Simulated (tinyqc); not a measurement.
Inside a calculation. Model: classical Heisenberg spin chain: exact results, Metropolis, heat-bath and over-relaxation steps, and a Monte Carlo run. Computed by tinyqc, a small Python program that keeps every step. Command: `OMP_NUM_THREADS=1 python tinyqc.py 3130334 3130335 out.jsonl heismc walk`. One thread of a shared host (Intel(R) Xeon(R) Processor @ 2.30GHz), about 0.1 s of CPU time with the checks. Intermediate numbers are printed to about 6 digits and carried at full precision; extremes and crossings named in words are read from the listed rows.

E = -J sum_i s_i . s_(i+1) for unit vectors s_i on an open chain; K = J/(k_B T).

Inputs (values chosen for the exercise, for a model chain of large moments):

| quantity | value | unit |
|---|---|---|
| coupling J | 10 | meV |
| temperature T | 102 | K |
| moment mu | 5.5 | mu_B |
| length N of the open chain | 24 | - |
| seed | 243487 | - |

Update: heat bath.

Constants: k_B = 8.617333262e-05 eV/K; mu_B = 5.7883818060e-05 eV/T.

## Exact results

Each bond angle is independent, so u = <s_i . s_(i+1)> = coth K - 1/K, <s_i . s_(i+n)> = u^n, correlation length xi = -1/ln|u|, energy per bond -J u, heat capacity per bond c/k_B = 1 - K^2/sinh^2 K, and for the long chain chi = mu^2 (1 + u)/(3 k_B T (1 - u)) per spin.

K = 1.13770

u = 0.350081

xi = 0.952751 sites

energy per bond = -3.50081 meV

heat capacity = 0.339153 k_B/bond

chi over the Curie value = 2.07730

chi = 0.137939 mu_B/T per spin

## Finite chain

For N spins, <|sum s|^2>/N = (1 + u)/(1 - u) - 2 u (1 - u^N)/(N (1 - u)^2); the long chain has (1 + u)/(1 - u), chi over the Curie value, and the difference is relative to it.

<|sum s|^2>/N = 2.00824

difference from the long chain = -3.32482 %

## Four single-spin steps

four neighbouring spins (rows; components x, y, z):
```
         1        2        3
1   0.4825  -0.6512  -0.5858
2   0.1766   0.9716  -0.1577
3  -0.6483   0.4087   0.6424
4   0.0312  -0.5041  -0.8631
```

random numbers, one row a step:
```
        1       2       3
1  0.9868  0.0443  0.2154
2  0.7830  0.9057  0.6949
3  0.5586  0.9937  0.3506
4  0.6409  0.6426  0.2828
```

The given spins are first normalised. Spins 2 and 3 are updated in turn, with h = K (sum of the two neighbours). Heat bath: cos(theta) = 1 + ln(1 - r1 (1 - exp(-2 |h|)))/|h| about n = h/|h|, azimuth 2 pi r2 = phi in the frame a = n x z/|n x z|, b = n x a: s = n cos(theta) + sin(theta)(a cos(phi) + b sin(phi)); r1, r2 are the first two numbers of the row.

Steps:

| spin | \|h\| | h . s before | h . s after | move | x | y | z |
|---|---|---|---|---|---|---|---|
| 2 | 0.34036 | -0.311507 | -0.32756 | heat bath | 0.309880 | 0.915837 | -0.255377 |
| 3 | 1.41039 | -0.877552 | 0.07720 | heat bath | 0.973858 | -0.122800 | 0.191104 |
| 2 | 1.92933 | -0.178346 | 1.13787 | heat bath | 0.134369 | -0.985226 | -0.106185 |
| 3 | 2.03039 | 0.180776 | 1.03653 | heat bath | 0.621570 | -0.729092 | 0.286487 |

## A run and its error bars

From the ordered state (alternating for J < 0), with each spin drawn from exp(h . s), h = K x sum of neighbours, 200 sweeps are discarded and 1600 recorded (even and odd sites in turn; random numbers not printed, so these rows are one sample). Errors are the scatter of block means over sqrt(number of blocks).

Blocking:

| block length | mean bond product | error | <\|sum s\|^2>/N | error |
|---|---|---|---|---|
| 1 | 0.349812 | 0.00271297 | 1.92918 | 0.0360278 |
| 4 | 0.349812 | 0.00280616 | 1.92918 | 0.0408967 |
| 16 | 0.349812 | 0.00281484 | 1.92918 | 0.0443421 |
| 40 | 0.349812 | 0.00249536 | 1.92918 | 0.0418277 |
| 80 | 0.349812 | 0.00279950 | 1.92918 | 0.0381652 |

With blocks of 40 the bond product is 0.1 error bars from the exact u = 0.3501, and <|sum s|^2>/N is 1.9 from the exact 2.008. Blocking to 40 changes the two errors by factors 0.9 and 1.2.

Checks made by the program: c against a difference of the energy (relative difference 5e-09).
